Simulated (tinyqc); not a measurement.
One-electron ion in a basis of Gaussians, step by step. Computed by tinyqc, a small Python program that keeps every step. Settings: Z = 4, l = 0. Command: `OMP_NUM_THREADS=1 python tinyqc.py 20197 20198 out.jsonl` (the two numbers bound the seeds that draw the settings). One thread of a shared host (Intel(R) Xeon(R) Processor @ 2.60GHz), about 0.01 s of CPU time with the checks.

## Matrices over normalised Gaussians

exponents of r^l exp(-a r^2) (1/bohr^2): [1.087000, 3.116000, 8.931000, 25.600000, 73.370000, 210.300000, 602.800000]

Z = 4

l = 0

With p = a_i + a_j and I(k) = Gamma((k+1)/2) / (2 p^((k+1)/2)): S = I(2l+2), T = (2l+3) a_i a_j S / p, V = -Z I(2l+1), each divided by sqrt(S_ii S_jj).

S:
$$\begin{pmatrix}
1.000000 & 0.819551 & 0.490592 & 0.248569 & 0.117489 & 0.054104 & 0.024684 \\
0.819551 & 1.000000 & 0.819596 & 0.490611 & 0.248605 & 0.117498 & 0.054107 \\
0.490592 & 0.819596 & 1.000000 & 0.819570 & 0.490627 & 0.248597 & 0.117492 \\
0.248569 & 0.490611 & 0.819570 & 1.000000 & 0.819612 & 0.490640 & 0.248600 \\
0.117489 & 0.248605 & 0.490627 & 0.819612 & 1.000000 & 0.819584 & 0.490603 \\
0.054104 & 0.117498 & 0.248597 & 0.490640 & 0.819584 & 1.000000 & 0.819575 \\
0.024684 & 0.054107 & 0.117492 & 0.248600 & 0.490603 & 0.819575 & 1.000000
\end{pmatrix}$$

T (hartree):
$$\begin{pmatrix}
1.630500 & 1.981367 & 1.426233 & 0.777568 & 0.377539 & 0.175526 & 0.080349 \\
1.981367 & 4.674000 & 5.679887 & 4.088574 & 2.229278 & 1.082338 & 0.503192 \\
1.426233 & 5.679887 & 13.396500 & 16.279402 & 11.718878 & 6.389329 & 3.102011 \\
0.777568 & 4.088574 & 16.279402 & 38.400000 & 46.664291 & 33.591938 & 18.314663 \\
0.377539 & 2.229278 & 11.718878 & 46.664291 & 110.055000 & 133.739243 & 96.269139 \\
0.175526 & 1.082338 & 6.389329 & 33.591938 & 133.739243 & 315.450000 & 383.334802 \\
0.080349 & 0.503192 & 3.102011 & 18.314663 & 96.269139 & 383.334802 & 904.200000
\end{pmatrix}$$

V (hartree):
$$\begin{pmatrix}
-6.654950 & -7.583521 & -7.008519 & -5.795787 & -4.575784 & -3.550450 & -2.737830 \\
-7.583521 & -11.267531 & -12.839683 & -11.866268 & -9.813300 & -7.747483 & -6.011400 \\
-7.008519 & -12.839683 & -19.075683 & -21.737317 & -20.089489 & -16.613556 & -13.116095 \\
-5.795787 & -11.866268 & -21.737317 & -32.296096 & -36.802332 & -34.012733 & -28.127671 \\
-4.575784 & -9.813300 & -20.089489 & -36.802332 & -54.675065 & -62.303864 & -57.580173 \\
-3.550450 & -7.747483 & -16.613556 & -34.012733 & -62.303864 & -92.565614 & -105.481299 \\
-2.737830 & -6.011400 & -13.116095 & -28.127671 & -57.580173 & -105.481299 & -156.717202
\end{pmatrix}$$

## Generalised eigenproblem

H = T + V (hartree):
$$\begin{pmatrix}
-5.024450 & -5.602154 & -5.582286 & -5.018219 & -4.198246 & -3.374924 & -2.657481 \\
-5.602154 & -6.593531 & -7.159796 & -7.777694 & -7.584021 & -6.665144 & -5.508208 \\
-5.582286 & -7.159796 & -5.679183 & -5.457914 & -8.370611 & -10.224228 & -10.014084 \\
-5.018219 & -7.777694 & -5.457914 & 6.103904 & 9.861959 & -0.420795 & -9.813008 \\
-4.198246 & -7.584021 & -8.370611 & 9.861959 & 55.379935 & 71.435380 & 38.688966 \\
-3.374924 & -6.665144 & -10.224228 & -0.420795 & 71.435380 & 222.884386 & 277.853502 \\
-2.657481 & -5.508208 & -10.014084 & -9.813008 & 38.688966 & 277.853502 & 747.482798
\end{pmatrix}$$

Solve H C = S C e through S^(-1/2); each column has its largest component positive (the first on a tie).

eigenvalues of S: [0.011558, 0.037872, 0.117445, 0.334739, 0.871717, 1.994580, 3.632090]

eigenvalues (hartree): [-7.998341, -1.205236, 9.370833, 46.862905, 166.563908, 540.323683, 1731.938788]

coefficients:
$$\begin{pmatrix}
0.174638 & 1.662853 & -1.350563 & 0.671059 & -0.338757 & 0.178621 & -0.095383 \\
0.501990 & -1.227323 & 3.104233 & -2.158361 & 1.142392 & -0.598072 & 0.316728 \\
0.312712 & -0.001950 & -2.266839 & 3.573508 & -2.410425 & 1.301133 & -0.682696 \\
0.110021 & -0.136497 & 0.285867 & -2.733710 & 3.646012 & -2.402737 & 1.288236 \\
0.035099 & 0.000488 & -0.166138 & 0.462094 & -2.890380 & 3.514570 & -2.243020 \\
0.007191 & -0.009779 & 0.025360 & -0.156797 & 0.520400 & -2.760598 & 3.146549 \\
0.004150 & -0.001230 & -0.011030 & 0.017521 & -0.117374 & 0.345712 & -2.256716
\end{pmatrix}$$

For Z = 4 and l = 0 the exact lowest level is -Z^2/(2 n^2) with n = l + 1: -8.000000 hartree.
